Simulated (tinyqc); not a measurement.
Choosing the offset: vacuum evaporation: vapour pressure, source flux, thickness distribution, purity and step coverage. Computed by tinyqc, a small Python program. Command: `OMP_NUM_THREADS=1 python tinyqc.py 3111307 3111308 out.jsonl evap walk`. One thread of a shared host (Intel(R) Xeon(R) Processor @ 2.30GHz), about 0.01 s of CPU time with the checks.

Molecular flow, unit sticking of the metal, no re-evaporation. The background gas is taken as water vapour (18.015 g/mol, collision diameter 0.37 nm) at 300 K.

Inputs (values chosen for the exercise, modelled on nickel, with constants for the liquid): directionality n = 3; source-to-wafer distance h = 32 cm; wafer radius R = 5 cm.

Method. Rotating wafer, source offset by s and facing upwards: thickness at radius r is the mean over the angle a of (1 + (r^2 + s^2 - 2 r s cos a)/h^2)^(-(n + 3)/2), by 360 equal steps; non-uniformity (max - min)/(max + min) over 21 radii from 0 to R. The curvature at the centre vanishes at s/h = sqrt(2/(n + 3)).

Against the offset:
```
s/h  centre thickness  edge over centre  non-uniformity (%)
0.0            1.0000            0.9302              3.6165
0.2            0.8890            0.9425              2.9619
0.4            0.6407            0.9715              1.4464
0.5            0.5120            0.9874              0.6338
0.6            0.3975            1.0020              0.1018
0.7            0.3023            1.0144              0.7167
0.8            0.2267            1.0242              1.1967
0.9            0.1686            1.0314              1.5478
1.1            0.0926            1.0394              1.9341
```

What follows from these numbers?

The best row, s/h = 0.6, has 0.10 % against 3.6 % on the axis, at the price of a rate lower by a factor 2.52; the small-wafer optimum is sqrt(2/(n + 3)) = 0.58.

Extremes, crossings and ranges named in words are read from the listed rows.
